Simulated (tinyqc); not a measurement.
# Four-point probe at the centre of a round wafer

Four collinear probes with spacing s at the centre of a thin disc of diameter d with an insulating edge: Rs = C V/I, C = pi/{ln 2 + ln[((d/s)^2 + 3)/((d/s)^2 - 3)]}; C tends to pi/ln 2 = 4.5324. x = d/s.

Parameters, values chosen for the exercise: sheet density of the layer ns = 6.2e11 cm^-2; drift mobility mu = 350 cm^2/(V s); current I = 50 uA.

Constants: q = 1.602176634e-19 C. Results are converted to the units shown.

Results:
```
x        C  C over its limit  V for Rs = 1/(q ns mu) (mV)
3    2.266            0.5000                        634.6
3.5  2.633            0.5810                        546.2
4    2.929            0.6462                        491.0
5    3.362            0.7419                        427.7
7.5  3.927            0.8665                        366.2
10   4.171            0.9203                        344.8
20   4.436            0.9788                        324.2
40   4.508            0.9946                        319.0
100  4.528            0.9991                        317.6
```

Estimate the missing row, x = 15.

Computed row:
```
x       C  C over its limit  V for Rs = 1/(q ns mu) (mV)
15  4.364            0.9630                        329.5
```

With this row back in the table: C rises from 2.266 to 4.528. Using 4.5324 overstates Rs by 100 % in the first row and by under 1 % from d/s = 40 on among the rows.

Numbers from tinyqc (`OMP_NUM_THREADS=1 python tinyqc.py 2850229 2850230 out.jsonl`; about 0.01 s on one thread of a shared Intel Xeon 2.30GHz).
